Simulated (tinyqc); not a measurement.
Undoped symmetric double-gate MOSFET, analytic potential model: two steps of the calculation.

An undoped body of thickness ts between two equal insulators and tied gates; long channel, electrons only, n = ni exp((psi - V)/Vt) with V the quasi-Fermi potential (0 at the source, Vd at the drain), constant mobility, no quantisation. Across the body psi(x) = V - 2 Vt ln[(ts/(2 beta)) sqrt(q ni/(2 eps0 eps_r Vt)) cos(2 beta x/ts)], x from the centre. Q is the electron charge per area of the whole body.

Values chosen for this exercise; material values close to those of silicon:
```
symbol,value,unit,meaning
T,325,K,temperature
eps_r,11.6,,relative permittivity of the semiconductor
Nc,3.13e19,cm^-3,conduction-band density of states at T
ts,10,nm,body thickness
mu,260,cm^2/(V s),channel mobility
L,1,um,gate length
Vd,0.5,V,drain voltage
```

Constants: q = 1.602176634e-19 C, kB = 1.380649e-23 J/K, Vt = kB T/q, eps0 = 8.8541878128e-14 F/cm where lengths are in cm. Results are converted to the units shown.

Problem 1. Charges and drain current. beta (between 0 and pi/2) solves (Vg - V0 - V)/(2 Vt) = ln(beta) - ln(cos beta) + 2 r beta tan(beta). Q = 8 eps0 eps_r Vt beta tan(beta)/ts; I = mu (1/L)(4 eps0 eps_r/ts)(2 Vt)^2 [g(beta_s) - g(beta_d)] per width, g = beta tan(beta) - beta^2/2 + r beta^2 tan^2(beta), with beta_s at V = 0 and beta_d at V = Vd.

beta_s = 1.3235511
beta_d = 0.11622682
r = 0.48691358

Find: Qs; Qd; g(beta_s); g(beta_d); I.

Solution 1.

Qs = 1207 nC/cm^2
Qd = 3.123 nC/cm^2
g(beta_s) = 17.76
g(beta_d) = 0.006905
I = 59.48 uA/um

The term r beta^2 tan^2(beta), which gives the square law, makes up 75.4 % of g at the source.

Problem 2. Potential and electron density across the body at the source. psi(x) as above with V = 0 and beta = beta_s; n = ni exp(psi/Vt).

| point | x/ts |
|---|---|
| 0 | 0 |
| 1 | 0.1 |
| 2 | 0.2 |
| 3 | 0.3 |
| 4 | 0.4 |
| 5 | 0.45 |
| 6 | 0.5 |

beta_s = 1.3235511
ni = 5.2806801e10 cm^-3

Find: psi; n.

Solution 2.

| point | psi (V) | n (cm^-3) |
|---|---|---|
| 0 | 0.4951 | 2.516e18 |
| 1 | 0.4971 | 2.701e18 |
| 2 | 0.5034 | 3.378e18 |
| 3 | 0.5150 | 5.122e18 |
| 4 | 0.5351 | 1.048e19 |
| 5 | 0.5507 | 1.832e19 |
| 6 | 0.5740 | 4.201e19 |

The density at the surface is 16.7 times that at the centre (1/cos^2 beta). It reaches 1.3 Nc, where Boltzmann statistics overestimate it.

Program tinyqc, `OMP_NUM_THREADS=1 python tinyqc.py 2440108 2440109 out.jsonl`; Intel Xeon 2.30GHz, shared host, one thread, about 0.03 s.
